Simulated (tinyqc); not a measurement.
# Bandgap voltage reference from two bipolar transistors, step by step

Program tinyqc, `OMP_NUM_THREADS=1 python tinyqc.py 2062195 2062196 out.jsonl`; Intel Xeon 2.30GHz, shared host, one thread, about 0.02 s. Printed values are rounded.

Two transistors of area 1 and N carry the same current I. Is(T) = Is (T/T0)^eta exp[(Vg0 q/kB)(1/T0 - 1/T)], VBE1 = Vt ln(I/Is(T)) + I rb, VBE2 = Vt ln(I/(N Is(T))) + I rb/N. The amplifier forces I R1(T) = VBE1 - VBE2 + Vos, with R(T) = R (1 + tc (T - T0)) for both resistors, and the output is Vref = VBE1 + I R2(T). Base currents and the Early effect are neglected.

Inputs (values chosen for the exercise); values of the order met in silicon bipolar transistors:
```
symbol,value,unit,meaning
T0,300,K,reference temperature
Vg0,1.189,V,band-gap voltage extrapolated to 0 K
eta,4,,temperature exponent of the saturation current
Is,2.7e-16,A,saturation current of the unit transistor at T0
N,8,,area ratio of the second transistor
R1,2.6,kohm,"resistor across which the difference of VBE falls, at T0"
tc,-200,ppm/K,temperature coefficient of both resistors
Vos,0,mV,offset of the amplifier
rb,28,ohm,series resistance of the unit transistor
R2,30.1,kohm,output resistor at T0
T,333,K,temperature
```

Constants: q = 1.602176634e-19 C, kB = 1.380649e-23 J/K. Results are converted to the units shown.

## Operating point at the reference temperature

Vt = kB T/q; I = (Vt ln N + Vos)/(R1(T) - rb (1 - 1/N)). Evaluate at T = T0.

Vt = 0.02585200 V
I = 20.87273 uA
Is(T) = 2.7e-16 A
VBE1 = 0.6487210 V
I R2 = 0.6282692 V
Vref = 1.276990 V

## Operating point at another temperature

Vt = kB T/q; I = (Vt ln N + Vos)/(R1(T) - rb (1 - 1/N)).

Vt = 0.02869572 V
I = 23.32414 uA
Is(T) = 3.909245e-14 A
VBE1 = 0.5805025 V
I R2 = 0.6974229 V
Vref = 1.277925 V

From T0 to T, VBE1 changes by -68.2 mV and I R2 by 69.2 mV, which leaves 0.935 mV in Vref.

## Resistor for zero slope at T0, ideal case

With tc = 0, Vos = 0 and rb = 0 the current is proportional to T, dVBE/dT = (VBE - Vg0 - (eta - 1) Vt)/T, and Vref has zero slope at T0 when Vref = Vg0 + (eta - 1) Vt0. Find VBE1, its slope, that Vref, R2/R1 and the curvature d2Vref/dT2 = -(eta - 1) kB/(q T0).

VBE1 = 0.6478918 V
dVBE/dT = -2.062214 mV/K
Vref = 1.266556 V
R2/R1 = 11.50838
curvature = -0.8617333 uV/K^2
